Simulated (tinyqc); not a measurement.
Inside a calculation. Method: lattice vibrations of a chain. Computed by tinyqc, a small Python program that keeps every step. Command: `OMP_NUM_THREADS=1 python tinyqc.py 22287 22288 out.jsonl` (the two numbers bound the seeds that draw the settings). One thread of a shared host (Intel(R) Xeon(R) Processor @ 2.60GHz), about 0.01 s of CPU time with the checks.

## Dynamical matrix at q = 0.05

A chain moving along its axis:
```
atom  mass (u)  spring to the next atom (eV/angstrom^2)
1     40.00000                                 19.10000
2     79.60000                                 24.20000
3     45.00000                                 24.50000
4     33.60000                                 12.90000
```

q is in units of 2 pi/a. A spring k from atom i to atom j, n cells on, adds k to Phi_ii and Phi_jj, -k exp(2 pi i q n) to Phi_ij and the conjugate to Phi_ji (for one atom a cell: 2k (1 - cos 2 pi q n)); D_ij = Phi_ij / sqrt(m_i m_j).

D(q) (eV/(angstrom^2 u)):
```
                   1         2         3                  4
1            0.80000  -0.33849   0.00000  -0.33465+0.10874i
2           -0.33849   0.54397  -0.40435            0.00000
3            0.00000  -0.40435   1.08222           -0.63007
4  -0.33465-0.10874i   0.00000  -0.63007            1.11310
```

## Frequencies

omega^2 are the eigenvalues; wavenumber = 521.4708 sqrt(eigenvalue) 1/cm.

eigenvalues: 0.00235  0.73197  0.91559  1.88938

wavenumbers (1/cm): 25.3  446.1  499.0  716.8

weights |e|^2 of the mass-weighted modes:
```
         mode 1   mode 2   mode 3   mode 4
atom 1  0.20124  0.08237  0.63082  0.08556
atom 2  0.40274  0.39528  0.13137  0.07061
atom 3  0.22710  0.16293  0.19516  0.41482
atom 4  0.16892  0.35942  0.04265  0.42901
```

## Dispersion and heat capacity

C/k_B per atom = mean over q = (j + 1/2)/80, j = 0..39 and all branches of y^2 e^y/(e^y - 1)^2, y = hc wavenumber / k_B T.

Wavenumbers (1/cm):
```
q         branch 1   branch 2   branch 3   branch 4
0.00000    0.00000  452.64210  493.35513  717.05001
0.06250   31.55958  443.04711  501.58469  716.63863
0.12500   62.92806  423.73035  516.79890  715.44141
0.18750   93.88068  401.39145  532.28743  713.57290
0.25000  124.10176  377.77032  546.33097  711.23531
0.31250  153.05051  353.80026  558.16568  708.72905
0.37500  179.58149  330.76974  567.20213  706.44779
0.43750  200.78470  311.64957  572.90482  704.82976
0.50000  209.78639  303.33974  574.85935  704.24162
```

Heat capacity:
```
T (K)  C/k_B per atom
20            0.04547
50            0.11625
100           0.23311
200           0.49243
300           0.68227
600           0.89615
1200          0.97194
```

zero-point energy per atom = 27.10321 meV
